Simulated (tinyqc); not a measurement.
The window in starting coverage: bottom-up copper filling of a trench by curvature-enhanced accelerator coverage. Computed by tinyqc, a small Python program. Command: `OMP_NUM_THREADS=1 python tinyqc.py 3015628 3015629 out.jsonl superfill walk`. One thread of a shared host (Intel(R) Xeon(R) Processor @ 2.30GHz), about 0.06 s of CPU time with the checks.

A rectangular trench keeps vertical walls and a flat floor. An accelerator floats on the surface; where area is lost in the corners it is passed on to the floor.

Inputs (values chosen for the exercise, close to those used for damascene copper plating):
```
quantity,value,unit
trench width w,120,nm
aspect ratio h/w,2.9,-
exchange current of the suppressed surface i_0,0.025,mA/cm^2
exchange current of the accelerated surface i_1,2.4,mA/cm^2
transfer coefficient alpha,0.47,-
overpotential eta,0.12,V
adsorption rate k_a,0.00027,1/s
cupric ion concentration C,0.64,mol/l
diffusivity D,3.6e-06,cm^2/s
boundary layer delta,52,um
temperature T,298,K
```

Constants: e = 1.602176634e-19 C; N_A = 6.02214076e+23 1/mol; k_B = 8.617333262e-05 eV/K.

Method. Kinetic current i_k = [i_0 (1 - theta) + i_1 theta] exp(alpha eta/(k_B T)), limit i_L = 2 F D C/delta, i = 1/(1/i_k + 1/i_L); velocity v = i Omega/(2F), Omega = 7.11 cm^3/mol, F = e N_A. Depletion inside the trench is ignored. Half width x, floor height y, depth h = aspect ratio x w. dx/dt = -v_s, dy/dt = v_b. d theta_b/dt = k_a (1 - theta_b) + [theta_s v_b + theta_b v_s]/x: the floor takes the accelerator of the wall it covers and keeps its own as it narrows. d theta_s/dt = k_a (1 - theta_s). theta_b is capped at 1. Integrate (tolerance 1e-9) until the walls meet (x = 0.02 w/2) or the floor passes the original mouth y = h. Start: x = w/2, y = 0, theta_b = theta_s = theta_0. Height filled = y/h, opening left = x/(w/2).

Outcome:
```
theta_0,v(1)/v(theta_0),height filled,opening left,time (s)
0.001,70.204,0.70456,0.02,199.23
0.003,59.854,0.70995,0.02,193.28
0.010,39.511,0.72922,0.02,174.09
0.020,26.634,0.75063,0.02,150.80
0.050,13.533,0.74491,0.02,103.34
0.100,7.502,0.64119,0.02,65.00
0.200,4.034,0.47585,0.02,36.71
0.400,2.167,0.32041,0.02,20.00
0.800,1.197,0.20031,0.02,11.08
```

What follows from these numbers?

No row fills the trench; the best, at theta_0 = 0.02, reaches 75 % of the height. Too little accelerator takes too long to concentrate. Too much speeds the walls as well and removes the contrast.

Extremes, crossings and ranges named in words are read from the listed rows.
